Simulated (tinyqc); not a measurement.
MOS capacitor on a p-type substrate, surface potential from the exact charge relation: one step of the calculation.

Uniform p-type substrate, Boltzmann statistics, full ionisation, classical densities. psi is the surface potential against the body (positive when the bands bend down) and u = psi/Vt. Traps are spread evenly over the gap and neutral at flat band, so their charge is -q Dit psi; the minority quasi-Fermi level is shifted by Vb.

Problem. Newton step for the surface potential. u = psi/Vt; F^2 = exp(-u) + u - 1 + r (exp(u) - u - 1); Qs = -sign(u) Q0 F; Cs = -dQs/dpsi = (Q0/Vt) |1 - exp(-u) + r (exp(u) - 1)|/(2 F). f = Vfb + psi + (q Dit psi - Qs)/Cox - Vg, f' = 1 + (Cs + q Dit)/Cox, psi(new) = psi - f/f'.

Parameters, values chosen for the exercise; band and dielectric values those of a made-up semiconductor: temperature T = 400 K; density of interface traps Dit = 0 cm^-2 eV^-1; gate voltage against the body Vg = 2.12 V.

Constants: q = 1.602176634e-19 C, kB = 1.380649e-23 J/K, Vt = kB T/q. Results are converted to the units shown.

psi after iteration 2 = 3.9956799 V
Cox = 0.31392120 uF/cm^2
Vfb = -2.0135572 V
Q0 = 58.978093 nC/cm^2
r = 2.9707948e-38

Wanted: u; F; Qs; Cs; f; f'; psi after iteration 3.

Solution.

u = 115.9
F = 2.559e6
Qs = -1.509e8 nC/cm^2
Cs = 2.189e6 uF/cm^2
f = 4.808e5 V
f' = 6.975e6
psi after iteration 3 = 3.927 V

This iterate lies far beyond the solution, so its charge is not a physical one.

Numbers from tinyqc (`OMP_NUM_THREADS=1 python tinyqc.py 2060141 2060142 out.jsonl`; about 0.01 s on one thread of a shared Intel Xeon 2.30GHz).
